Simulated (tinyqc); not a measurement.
# Potential-pH (Pourbaix) lines of a metal, its cation, its oxide and an oxyanion, with a complexing ligand, step by step

A worked calculation. Computed by tinyqc, a small Python program that keeps every step. Command: `OMP_NUM_THREADS=1 python tinyqc.py 3006689 3006690 out.jsonl pourb walk`. One thread of a shared host (Intel(R) Xeon(R) Processor @ 2.30GHz), about 0.01 s of CPU time with the checks. Intermediate numbers are printed to about 5 digits and carried at full precision; extremes and crossings named in words are read from the listed rows.

Potentials are against the standard hydrogen electrode; solids and water have unit activity; dG_f of M, H+ and the electron is zero; F = e N_A and s = R T ln(10)/F. The cation carries z = 3.

Inputs (values chosen for the exercise, modelled on gallium): dG_f of the cation = -158 kJ/mol; dG_f of the oxide = -997.82 kJ/mol; dG_f of the oxyanion = -532.57 kJ/mol; dG_f of water = -237.14 kJ/mol; temperature T = 298.15 K; log10 of the dissolved activity a = -5; pH = 12; potential E = -1.1 V; log10 of the stability constant beta of ML = 7.9; pKa of HL = 10; total ligand c_L = 0.011 mol/L; limiting current density i_L = 0.0018 A/cm^2; molar volume V_m = 11.8 cm^3/mol.

Species: M, M3+, M2O3, MO2(-).

exchange current densities, metal and cathodic (A/cm^2): [4.2e-07, 6.6e-10]

Tafel slopes, anodic and cathodic (mV/decade): [90, 115]

Constants: R = 8.314462618 J/(mol K); e = 1.602176634e-19 C; N_A = 6.02214076e+23 1/mol.

## Standard potentials

M3+ + 3e = M; (1/2) M2O3 + 3H+ + 3e = M + (3/2) H2O; MO2(-) + 4H+ + 3e = M + 2H2O. For each, E0 = -dG/(z F), and E = E0 + (s/z) log10 a - (s n_H/z) pH, with no activity term for the oxide.

s = 0.059159 V

E0 (V): cation -0.54585, oxide -0.49472, oxyanion -0.20138

The metal is less noble than hydrogen.

## Vertical lines

Two oxidised species coexist where their lines against the metal cross: pH1 (cation/oxide) = [E0(oxide) - E0(cation)]/s - (log10 a)/z; pH2 (oxide/oxyanion) = {[E0(oxyanion) - E0(oxide)]/s + (log10 a)/z}/(4/z - 1).

pH1 = 2.5309

pH2 = 9.8756

width of the oxide field, pH2 - pH1 = 7.3446

The oxide is stable from pH 2.53 to 9.88; each decade less of dissolved metal narrows this field by 1.33 pH units.

## The stable species at (pH, E)

The metal is stable below the lowest of the three lines; above it, the species of the lowest line is stable. Water lines at 1 bar: hydrogen E = -s pH, oxygen E = -dG_f(water)/(2F) - s pH.

lines at this pH (V): cation -0.6445, oxide -1.2046, oxyanion -1.2465

upper limit of immunity = -1.2465 V

hydrogen line = -0.70991 V

oxygen line = 0.51898 V

E above the limit of immunity = 0.14653 V

Stable here: the oxyanion (corrosion). The point lies outside the stability range of water. Water itself can oxidise the metal at this pH. Caution: other oxidation states, hydroxides and hydrides are left out, and the lines say nothing of rates.

## A complexing ligand

The free ligand is c_L/(1 + 10^(pKa - pH)) (ligand in excess); dissolved metal is a in all, so the free cation is a/alpha, alpha = 1 + beta [L]; the cation line drops by (s/z) log10 alpha.

free ligand = 0.010891 mol/L

log10 alpha = 5.9371

cation line with ligand = -0.76153 V

that line less the oxide line = 0.44311 V

The oxide still lies below the complexed cation at this pH.

## Mixed potential with oxygen reduction

Anodic i = i0a 10^((E - E_a)/b_a) with E_a the cation line with ligand; cathodic i = i0c 10^((E_c - E)/b_c) with E_c the oxygen line; supply caps the cathodic current, 1/i_c = 1/i(Tafel) + 1/i_L. E_corr makes the two currents equal. Without the cap it would be [b_c E_a + b_a E_c + b_a b_c log10(i0c/i0a)]/(b_a + b_c). Rate = i V_m/(z F). Films are left out.

E_corr without the cap = -0.34091 V

corrosion potential E_corr = -0.43518 V

corrosion current density = 0.0017756 A/cm^2

i/i_L = 0.98642

etch rate = 43.430 nm/min

The current sits at the supply limit: stirring or more oxidant, not the ligand, sets the rate. Caution: at this pH the oxyanion, not the cation, is the stable product, so this anodic line is not the one that acts.

## The diagram with and without ligand

The formulas are those given above.

Lines against the metal (V); the species with the lowest line is stable above it:
```
pH    cation    oxide  oxyanion  stable above  cation with ligand  stable above, ligand
0   -0.64445  -0.4947   -0.3000        cation            -0.64445             dissolved
2   -0.64445  -0.6130   -0.4577        cation            -0.64452             dissolved
4   -0.64445  -0.7314   -0.6155         oxide            -0.64983                 oxide
5   -0.64445  -0.7905   -0.6944         oxide            -0.66394                 oxide
6   -0.64445  -0.8497   -0.7733         oxide            -0.68283                 oxide
7   -0.64445  -0.9088   -0.8521         oxide            -0.70246                 oxide
8   -0.64445  -0.9680   -0.9310         oxide            -0.72209                 oxide
9   -0.64445  -1.0272   -1.0099         oxide            -0.74108                 oxide
10  -0.64445  -1.0863   -1.0888      oxyanion            -0.75568              oxyanion
12  -0.64445  -1.2046   -1.2465      oxyanion            -0.76153              oxyanion
14  -0.64445  -1.3230   -1.4043      oxyanion            -0.76161              oxyanion
```

Without ligand the oxide holds 6 of the eleven rows (pH 4 to 9), with it 6 (pH 4, 5, 6, 7, 8, 9). The ligand acts once beta [L] exceeds 1, from pH = pKa - log10(beta c_L) = 4.1 on; its line then falls by at most s/z per pH unit and flattens beyond pKa, 0.117 V below the free cation at most. The oxide line falls faster, by s per pH unit.

Checks made by the program: the lines cross at pH1 and pH2 (relative difference below 1e-10).
